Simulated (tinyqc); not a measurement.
Drifting, spreading and decaying minority pulse (Haynes-Shockley), Crank-Nicolson time steps: one step of the calculation.

Low injection in a uniform field: dn/dt = D d2n/dx2 - v dn/dx - n/tau with D = mu Vt and v = mu F towards +x. Exact solution on an infinite bar for a Gaussian start at x0: n = N0 exp(-t/tau) exp(-(x - x0 - v t)^2/(2 s^2))/sqrt(2 pi s^2), s^2 = s0^2 + 2 D t.

Problem. Densities after a time step. (L n)_i = a n_(i-1) + b n_i + c n_(i+1), n = 0 beyond the ends. Crank-Nicolson step: solve n(new) - L n(new)/2 = n + L n/2.

a = 1.0690550
b = -1.2945543
c = 0.18938829
n at t = 1 dt, node 1 to 11 (in units of 1e10 cm^-3): 0.1016723  0.5936845  1.9520692  3.8562310  4.4989658  3.0413878  1.3214041  0.4620605  0.1535836  0.0507921  0.0164816

Give: n at t = 2 dt.

Solution.

n at t = 2 dt, node 1 to 11 (in units of 1e10 cm^-3): 0.0765  0.3592  1.0787  2.2585  3.3182  3.4064  2.4810  1.3789  0.6492  0.2787  0.1104

Program tinyqc, `OMP_NUM_THREADS=1 python tinyqc.py 2310119 2310120 out.jsonl`; Intel Xeon 2.30GHz, shared host, one thread, about 0.01 s.
